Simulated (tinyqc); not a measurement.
Single-electron transistor, orthodox theory and master equation: one step of the calculation.

A metal island with n extra electrons joins the left lead (voltage V) and the right lead (0 V) by tunnel junctions and couples to a gate. Cs = CL + CR + Cg. Adding electron n + 1 costs mu(n) = [q (n + 1/2) - CL V - Cg Vg]/Cs (in volts); the Fermi levels are -V (left) and 0 (right). A jump that gains the energy W has the rate G(W) = (W/q)/(R [1 - exp(-W/Vt)]), W in volts, Vt = kB T/q. Sequential tunnelling only; I > 0 flows from left to right.

Problem. Tunnelling rates. Onto the island: from the left W = -V - mu(n), from the right W = -mu(n); off the island (n + 1 to n): to the left W = mu(n) + V, to the right W = mu(n).

Parameters, values chosen for the exercise:
- RL = 1400 kohm (resistance of the left junction)
- RR = 1400 kohm (resistance of the right junction)
- T = 2.7 K (temperature)
- V = 6.8 mV (bias of the left lead)

Constants: q = 1.602176634e-19 C, kB = 1.380649e-23 J/K, Vt = kB T/q. Results are converted to the units shown.

mu(n), n to n + 1, n -1 to 1 (mV): [-8.3815663, -3.0231160, 2.3353343]

Find: on from left; on from right; off to left; off to right.

Solution.

```
n to n + 1, n  on from left (1/ns)  on from right (1/ns)  off to left (1/ns)  off to right (1/ns)
-1                           7.059                 37.37            0.007881            8.464e-15
0                         1.501e-6                 13.48               16.84             3.067e-5
1                        3.614e-16              4.554e-4               40.73                10.41
```

Range of the model: Cotunnelling, which dominates deep in the blockade, is left out.

Program tinyqc, `OMP_NUM_THREADS=1 python tinyqc.py 2780034 2780035 out.jsonl`; Intel Xeon 2.30GHz, shared host, one thread, about 0.01 s.
